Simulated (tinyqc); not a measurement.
What each form factor does: empirical-pseudopotential levels.

Empirical pseudopotential on the fcc lattice, atoms at +/- tau, tau = a (1,1,1)/8, no spin-orbit coupling. H(G,G') = c (2 pi/a)^2 |k + G|^2 delta + VS(q) cos(q.tau) + i VA(q) sin(q.tau), q = G - G', c = hbar^2/2m0; k and G in units of 2 pi/a; VS at |q|^2 = 3, 8, 11 and VA at 3, 4, 11, in rydberg, zero elsewhere. The basis is fixed: all 89 G with |G|^2 up to Gcut. Energies are counted from the fourth level at Gamma.

Constants: hbar^2/2m0 = 3.80998211 eV angstrom^2; Ry = 13.60569312 eV.

Values chosen for the exercise (near those of Si; not measured data): a = 5.417 angstrom (lattice constant); VS3 = -0.212 Ry; VS8 = 0.041 Ry; VS11 = 0.082 Ry; VA3 = 0 Ry; VA4 = 0 Ry; VA11 = 0 Ry; Gcut = 19 (2 pi/a)^2 (largest |G|^2 of the fixed basis).

Lowest empty singlet and triplet at Gamma and the valence width there (fixed basis); lowest empty level at X = (1,0,0) and L = (1/2,1/2,1/2) from the valence top, these levels and that top with all |k + G|^2 up to 21. Singlet and triplet count orbital degeneracy. VS3 is VS at |q|^2 = 3, and so on. The row for a keeps the form factors fixed, so it is no model of a real expansion, which changes them too.

Results for these values:
```
case  singlet (eV)  triplet (eV)  X (eV)  L (eV)  width (eV)
base         4.050         3.455   1.008   1.964      12.720
```

What happens to each result for a = 5.471 angstrom, all else kept?

Answer: singlet rises from 4.050 to 4.065; triplet rises from 3.455 to 3.481; X rises from 1.008 to 1.139; L rises from 1.964 to 2.036; width falls from 12.720 to 12.413.

The same for each parameter in turn:
```
case                singlet (eV)  triplet (eV)  X (eV)  L (eV)  width (eV)
base                       4.050         3.455   1.008   1.964      12.720
a = 5.471 angstrom         4.065         3.481   1.139   2.036      12.413
VS3 = -0.222 Ry            3.986         3.599   1.251   2.061      12.666
VS8 = 0.031 Ry             3.564         3.510   0.921   1.731      12.799
VS11 = 0.072 Ry            3.545         3.224   0.745   1.639      12.894
VA3 = 0.03 Ry              4.084         3.476   0.747   1.958      12.724
VA4 = 0.03 Ry              3.913         3.535   0.561   2.005      12.712
VA11 = 0.03 Ry             3.907         3.417   0.725   1.906      12.734
```

In a diamond crystal a small VA enters the levels at Gamma and L only in second order, by symmetry, but splits the degenerate pair at X in first order.

Run: tinyqc, `OMP_NUM_THREADS=1 python tinyqc.py 1080458 1080459 out.jsonl`; Intel(R) Xeon(R) Processor @ 2.30GHz, one thread, shared host; about 0.5 s of CPU time with all checks.
